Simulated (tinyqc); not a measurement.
Mesh and choice of bands: charge neutrality level from zone-averaged pseudopotential bands.

Empirical pseudopotential on the fcc lattice, atoms at +/- tau, tau = a (1,1,1)/8, no spin-orbit coupling. H(G,G') = c (2 pi/a)^2 |k + G|^2 delta + VS(q) cos(q.tau) + i VA(q) sin(q.tau), q = G - G', c = hbar^2/2m0; k and G in units of 2 pi/a; VS at |q|^2 = 3, 8, 11 and VA at 3, 4, 11, in rydberg, zero elsewhere. At each k the basis holds all G with |k + G|^2 up to 16; energies are counted from the fourth level at Gamma.

Mesh: k = sum_i (n_i + 1/2)/N b_i, n_i = 0 ... N - 1, b = (-1,1,1), (1,-1,1), (1,1,-1); points with the same sorted |kx|, |ky|, |kz| after folding to the shortest k + G are joined, with their count as weight. Neutrality (branch-point) level: E_N = (1/2) mean over k of [E5 + (E3 + E4)/2], E_n the n-th level from below.

Constants: hbar^2/2m0 = 3.80998211 eV angstrom^2; Ry = 13.60569312 eV.

Inputs chosen for the exercise: a = 6.129 angstrom (lattice constant); VS = (-0.217, -0, 0.05) Ry (symmetric form factors); VA = (0.06, 0.049, 0.009) Ry (antisymmetric form factors).

E_N with E5 alone, and with (E5 + E6)/2 in its place.

Results:

| N | joined points | E_N (eV) | E_N, two conduction bands (eV) |
|---|---|---|---|
| 1 | 1 | 0.4203 | 1.2227 |
| 2 | 2 | 0.5471 | 1.1527 |
| 3 | 6 | 0.7187 | 1.0581 |
| 4 | 10 | 0.6968 | 1.0750 |
| 5 | 19 | 0.7056 | 1.0679 |

What does the comparison show, and why?

For scale, the lowest gap of this set is 0.76 eV. Against N = 5 the errors are -285, -159, +13 and -9 meV for N = 1 to 4 (N = 1 is the L point alone). Taking the second conduction band in moves E_N by +0.36 eV, more than the mesh error at N = 2: the definition, not the mesh, limits the estimate. Local form factors place the indirect gaps only to a few tenths of an eV, and E_N moves with them.

Run: tinyqc, `OMP_NUM_THREADS=1 python tinyqc.py 1851047 1851048 out.jsonl`; Intel(R) Xeon(R) Processor @ 2.30GHz, one thread, shared host; about 0.09 s of CPU time with all checks.
